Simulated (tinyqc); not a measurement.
From one set of inputs to another, one input at a time: gas flow in a process chamber: flow regimes, conductance, effective pumping speed, pump-down, outgassing and purge. Computed by tinyqc, a small Python program. Command: `OMP_NUM_THREADS=1 python tinyqc.py 3120881 3120882 out.jsonl pump ladder`. One thread of a shared host (Intel(R) Xeon(R) Processor @ 2.30GHz), about 0.01 s of CPU time with the checks.

Ideal gas, isothermal flow, a pump of constant speed at the end of a round pipe; process gas, volume gas and outgassing are given the same properties. 1 sccm = 101325 Pa x 1e-6 m^3/60 s x T/273.15 K.

The inputs printed are set A. Set A is modelled on water vapour near room temperature; the values taken over come from a set modelled on hydrogen near room temperature. Inputs not listed in the table keep their values of set A, so the rows need not describe a real material.

Inputs (values chosen for the exercise, modelled on water vapour near room temperature): molar mass M = 18.02 g/mol; molecular diameter = 0.46 nm; viscosity eta = 9.9 micropascal s; temperature T = 300 K; chamber volume V = 50 L; wall area = 4.3 m^2; pipe diameter d = 25 cm; pipe length l = 290 cm; pump speed S = 1900 L/s; process gas flow = 21 sccm; outgassing rate after 1 h = 1.4e-05 Pa m^3/(s m^2); outgassing exponent n = 1; target base pressure = 0.0002 Pa.

Constants: k_B = 1.380649e-23 J/K; u = 1.6605390666e-27 kg.

Method:
- Mean speed c = sqrt(8 k_B T/(pi m)); aperture conductance C_a = c pi d^2/16; molecular pipe C_m = C_a/(1 + 3 l/(4 d)) (Dushman form); viscous pipe C_v = pi d^4 p_mean/(128 eta l); Knudsen interpolation C = C_v + C_m (1 + x)/(1 + 1.24 x), x = d p_mean sqrt(m/(k_B T))/eta.
- Effective speed 1/S_eff = 1/S + 1/C_m; time constant V/S_eff; pressure at which the free path k_B T/(sqrt2 pi d_m^2 p) equals d.
- Steady flow: the pump inlet is at p_2 = Q/S, and the chamber pressure p_1 solves Q = C((p_1 + p_2)/2) (p_1 - p_2). Residence time = p_1 V/Q.
- Knudsen number = free path at the mean pressure over d.
- From the outgassing limit: t = 1 h x (q_1 A/(S_eff p_target))^(1/n) - 10 s; monolayer time at the target = 1e19 m^-2 x 4 k_B T/(p c) for unit sticking.

Each row keeps all changes above it:
```
input moved                                    from       to  chamber pressure p_1 (Pa)  time to the target (h)  conductance C (L/s)
set A                                             -        -                     0.0700                  0.5564                787.1
pump speed S (L/s)                             1900       32                     1.2255                  9.8042               4685.7
chamber volume V (L)                             50      9.9                     1.2255                  9.8042               4685.7
process gas flow (sccm)                          21      5.8                     0.3423                  9.8042               1743.6
wall area (m^2)                                 4.3     0.37                     0.3423                  0.8411               1743.6
outgassing rate after 1 h (Pa m^3/(s m^2))  1.4e-05  2.9e-06                     0.3423                  0.1720               1743.6
molar mass M (g/mol)                          18.02    2.016                     0.3398                  0.1673               2981.0
outgassing exponent n                             1     0.88                     0.3398                  0.1308               2981.0
```

Which inputs carry the difference?

Chamber pressure p_1 goes from 0.0700 to 0.340, a factor 4.85 in all. The largest single move comes from pump speed S (a factor 17.5), and process gas flow works against it (a factor 0.279). Time to the target goes from 0.556 to 0.131, a factor 0.235 in all. The largest single move comes from pump speed S (a factor 17.6), but it runs against the net change; the largest move in the direction of the net change is wall area (a factor 0.0858). Conductance C goes from 787 to 2980, a factor 3.79 in all. The largest single move comes from pump speed S (a factor 5.95), and process gas flow works against it (a factor 0.372). The single moves hold for this order of the switches; the total does not depend on the order.

Extremes, crossings and ranges named in words are read from the listed rows.
